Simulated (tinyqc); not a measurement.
Raising U: Hubbard ring of 5 sites, mean field against exact. Computed by the program tinyqc. Collinear unrestricted mean field (the lowest of 40 random starts) against exact diagonalisation.

one-body matrix (hopping and site energies) (eV):
```
         1        2        3        4        5
1   0.0000  -0.9300   0.0000   0.0000  -0.9300
2  -0.9300   0.0000  -0.9300   0.0000   0.0000
3   0.0000  -0.9300   0.0000  -0.9300   0.0000
4   0.0000   0.0000  -0.9300   0.0000  -0.9300
5  -0.9300   0.0000   0.0000  -0.9300   0.0000
```

electrons, up and down: 3  2

Exact and mean-field results (eV):
```
U          U/t   E exact  E mean field  mean |n_up - n_down|  double occupancy, exact  first gap in the sector
0.470    0.505  -4.90206      -4.88380                 0.200                    0.221                    0.000
0.930    1.000  -4.41522      -4.34261                 0.220                    0.202                    0.000
1.860    2.000  -3.57122      -3.28493                 0.335                    0.161                    0.000
2.790    3.000  -2.91362      -2.39430                 0.611                    0.123                    0.000
3.720    4.000  -2.41808      -1.82781                 0.787                    0.092                    0.000
5.580    6.000  -1.76503      -1.23098                 0.909                    0.053                    0.000
7.440    8.000  -1.37388      -0.92627                 0.949                    0.033                    0.000
11.160  12.000  -0.94280      -0.61891                 0.978                    0.016                    0.000
18.600  20.000  -0.57466      -0.37177                 0.992                    0.006                    0.000
```

What does the comparison show, and why?

In absolute terms mean field is worst at U/t = 4.0, 0.590 eV too high: at small U it is nearly exact, and at large U it misses only exchange-scale energies. Relative to the exact energy its error is 0.4 % at the smallest U, 35 % at most and 35 % at the largest. The double occupancy falls from 0.221 to 0.006; the lowest level is degenerate at every U, so the first gap stays zero.
